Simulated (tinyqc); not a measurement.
# Floating body of a partially depleted SOI transistor: body voltage and kink: effects of single changes

Source at 0 V. Channel current Ic = 2 nf K Vt^2 [F(0) - F(Vd)](1 + la Vd), F(V) = ln^2(1 + exp((Vg - VT - nf V)/(2 nf Vt))), VT = VT0 - gb Vb. Saturation voltage Vs = 2 Vt sqrt(F(0)) + 3 Vt, excess Ve = (Vd - Vs + sqrt((Vd - Vs)^2 + 0.0004 V^2))/2, multiplication M1 = Ai Ve exp(-Bl/Ve). Each junction passes D(v) = J1 (exp(v/Vt) - 1) + J2 (exp(v/(2 Vt)) - 1). Bipolar current Ib = bb J1 (exp(Vb/Vt) - 1). The body settles where M1 (Ic + Ib) = D(Vb) + D(Vb - Vd) + Vb/Rb; drain current Id = (1 + M1)(Ic + Ib) - D(Vb - Vd).

Values chosen for this exercise; values of the order met in partially depleted silicon-on-insulator transistors:
```
symbol,value,unit,meaning
T,300,K,temperature
VT0,0.33,V,threshold at zero body voltage
gb,0.18,,fall of the threshold per volt of body voltage
nf,1.47,,slope factor
K,240,uA/(V^2 um),gain factor per width
la,0.07,1/V,channel-length modulation factor
Ai,1.76,1/V,impact-ionisation prefactor
Bl,6.5,V,impact-ionisation voltage
J1,9.9e-13,uA/um,diffusion saturation current of each junction
J2,8.5e-9,uA/um,recombination saturation current of each junction
bb,3,,gain of the lateral bipolar transistor on the diffusion current
Rb,20000,kohm um,"resistance of a weak body tie to the source (1e9 stands for no tie, and the term is then dropped)"
Vg,0.86,V,gate voltage
Vd,1.8,V,drain voltage
```

Constants: q = 1.602176634e-19 C, kB = 1.380649e-23 J/K, Vt = kB T/q. Results are converted to the units shown.

Each table varies one quantity; the others keep the values above.

## Output curve and kink

Rows with more than one solution for Vb (latch) are left out; dId/dVd by a forward difference over 1e-4 V, swing = 1e-4 V over the change of log10 Id; M1 under 1e-12 is printed as 0.

Results:
```
Vd (V),Vb (V),M1,"Id, floating (uA/um)","Id, grounded (uA/um)",ratio,"dId/dVd, floating (uS/um)","dId/dVd, grounded (uS/um)"
0.84,3.296e-5,6.751e-8,24.29,24.29,1.000,1.629,1.606
1,0.004565,9.271e-6,24.62,24.54,1.003,3.311,1.611
1.32,0.3896,6.071e-4,32.14,25.08,1.281,64.54,1.840
1.48,0.6326,0.002010,37.55,25.40,1.478,12.04,2.241
1.64,0.6723,0.005934,39.39,25.81,1.526,12.14,2.913
1.8,0.6980,0.01381,41.66,26.35,1.581,16.82,3.858
```

Estimate the missing row, Vd = 1.16 V.

Computed row:
```
Vd (V),Vb (V),M1,"Id, floating (uA/um)","Id, grounded (uA/um)",ratio,"dId/dVd, floating (uS/um)","dId/dVd, grounded (uS/um)"
1.16,0.07194,1.382e-4,26.03,24.80,1.049,18.14,1.660
```

With this row back in the table: Vb rises from 3.30e-5 to 0.698 V and the ratio of the currents rises from 1.00 to 1.58. The output conductance with a floating body exceeds the grounded value by the largest factor among the rows, 35.1, at Vd = 1.32 V, where Vb = 0.390 V and M1 = 6.07e-4.

## Transfer curve and swing

Same model as above.

Transfer curve and swing:
```
Vg (V),Vb (V),M1,"Id, floating (uA/um)","Id, grounded (uA/um)",ratio,"swing, floating (mV/decade)","swing, grounded (mV/decade)"
-0.12,5.479e-6,0.06961,4.087e-6,4.087e-6,1.000,87.80,87.80
-0.02,7.334e-5,0.06954,5.628e-5,5.626e-5,1.000,87.93,87.96
0.08,9.903e-4,0.06927,7.642e-4,7.607e-4,1.005,88.73,89.13
0.18,0.01301,0.06831,0.01017,0.009604,1.059,88.21,93.38
0.28,0.6007,0.05877,0.7784,0.09856,7.898,102.9,107.2
0.38,0.6602,0.04881,3.392,0.6504,5.216,215.6,143.5
0.48,0.6802,0.03924,8.023,2.469,3.250,329.7,211.4
0.58,0.6905,0.03080,14.53,6.116,2.376,453.2,305.4
0.68,0.6959,0.02364,22.75,11.68,1.948,579.2,413.6
```

What does the table show?

Vb rises from 5.48e-6 to 0.696 V. The smallest swing among the rows is 87.8 mV a decade with a floating body (at Vg = -0.12 V) and 87.8 with a grounded one; Vt ln 10 = 59.5. The floating swing is smaller by more than 3 % for Vg = 0.18, 0.28 V, where the rising Vb lowers the threshold as Vg rises. In the first row the floating body raises the current by a factor of 1.00.

Range of the model: The multiplication law is an empirical form chosen for the exercise; self-heating and capacitive coupling to the body are left out, and the linear laws are rough once Vb passes about 0.7 V or M1 about 0.1.

tinyqc, about 0.2 s, one thread, Intel Xeon 2.30GHz (shared host): `OMP_NUM_THREADS=1 python tinyqc.py 2182163 2182164 out.jsonl`
